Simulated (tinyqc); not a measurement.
Order-disorder in a binary alloy on two sublattices: Bragg-Williams and pair (quasi-chemical) approximations: one step, computed by the program tinyqc.

All z = 8 neighbours of a site lie on the other sublattice. B fills the sublattices with x + eta/2 and x - eta/2; energies are per site, from the pure components: u = -z w y with y the probability of an A-B bond taken in one order.

Task: Energy, entropy and site fractions. a = x + eta/2, b = x - eta/2; u = -z w [x (1 - x) + eta^2/4]; s/k_B = [s2(a) + s2(b)]/2, s2(c) = -c ln c - (1 - c) ln(1 - c); gain on ordering = f(eta) - f(0), f = u - T s. Superlattice over fundamental intensity = [eta (f_B - f_A)/2]^2/[(1 - x) f_A + x f_B]^2.

Inputs (values chosen for the exercise, for a model alloy): ordering energy w = (e_AA + e_BB)/2 - e_AB = 34.4 meV; fraction x of B = 0.5; temperature T = 960 K.

Lattice: bcc (B2 order, z = 8).

scattering factors f_A, f_B (electrons): [34, 46]

order parameter eta = 0.9065666

Constants: k_B = 8.617333262e-05 eV/K.

Give: B fraction on its own sublattice; B fraction on the A sublattice; energy u; entropy s; gain on ordering; intensity ratio.

Result:

B fraction on its own sublattice = 0.95328

B fraction on the A sublattice = 0.046717

energy u = -125.34 meV/site

entropy s = 0.18873 k_B/site

gain on ordering = -14.816 meV/site

intensity ratio = 0.018492

The antisite fraction is 0.0467; the dilute estimate exp(-z w/(k_B T)) gives 0.0359.
